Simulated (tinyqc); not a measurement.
Changing the drain voltage V_D: ballistic transport through the one-dimensional subbands of a rectangular nanowire or nanosheet channel. Computed by tinyqc, a small Python program. Command: `OMP_NUM_THREADS=1 python tinyqc.py 3011772 3011773 out.jsonl wire sweep`. One thread of a shared host (Intel(R) Xeon(R) Processor @ 2.30GHz), about 0.05 s of CPU time with the checks.

Hard walls, parabolic subbands, transport along x. Energies are counted from the bulk conduction band edge at the top of the barrier, which the gate pulls down by U; the source Fermi level lies at the bulk edge when U = 0.

Inputs (values chosen for the exercise, modelled on GaN):
```
quantity,value,unit
mass m,0.2,m_0
height a,3.6,nm
width b,4.5,nm
equivalent oxide thickness t,1.9,nm
gate voltage above flat band V_G,0.66,V
temperature T,300,K
```

Valleys: single isotropic valley.

Constants: hbar^2/(2 m_0) = 3.80998212 eV angstrom^2; k_B = 8.617333262e-05 eV/K; m_0 = 9.1093837015e-31 kg; k_B = 1.380649e-23 J/K; hbar = 1.054571817e-34 J s; eps_0 = 8.8541878128e-12 F/m; e = 1.602176634e-19 C; h = 6.62607015e-34 J s.

Method:
- E_pq = (hbar^2 pi^2/2)(p^2/(m_y b^2) + q^2/(m_z a^2)); m_x = m_y = m_z = m, degeneracy g = 1; the 10 lowest subbands are kept.
- F_j(eta) = (1/Gamma(j + 1)) int_0^infinity x^j/(1 + exp(x - eta)) dx, F_0 = ln(1 + exp(eta)). Integrals over x = E/(k_B T) use 160 Gauss-Legendre points in u = sqrt(x) from 0 to sqrt(max(eta, 0) + 32).
- With degeneracy g = 1, eta_i = (U - E_i)/(k_B T) and u = e V_D/(k_B T): line density n = sum_i g sqrt(2 m_x k_B T/pi)/(2 hbar) [F_-1/2(eta_i) + F_-1/2(eta_i - u)]; gate: e n = C_ox (V_G - U/e), C_ox = 3.9 eps_0 2 (a + b)/t (flat-plate estimate); I = (2 e k_B T/h) sum_i g [F_0(eta_i) - F_0(eta_i - u)].

One run for each value:
```
drain voltage V_D (V),ballistic current I (microampere),U (meV),line density n (1/nm),mean velocity I/(e n) (1e7 cm/s)
0.0050,0.387,374.40,0.52483,0.0460
0.0094,0.727,375.61,0.52262,0.0868
0.0180,1.391,378.00,0.51822,0.1675
0.0340,2.623,382.59,0.50978,0.3211
0.0630,4.842,391.48,0.49345,0.6124
0.1200,9.094,411.25,0.45713,1.2417
0.2200,15.397,448.44,0.38877,2.4719
0.4200,17.844,464.92,0.35849,3.1066
0.8000,17.846,464.94,0.35846,3.1074
```

Over the rows, ballistic current I (microampere) rises from 0.387 to 17.8 (exponent d ln y / d ln x 1.00 between the first rows and 2.5e-4 between the last); U (meV) rises from 374 to 465; line density n (1/nm) falls from 0.525 to 0.358. At the low end the exponent of ballistic current I is 1.00, close to 1: the linear region, I = G V_D. As drain injection dies, the gate restores the charge by pulling the barrier down (U rises), which adds to the current before it saturates.

Extremes, crossings and ranges named in words are read from the listed rows.
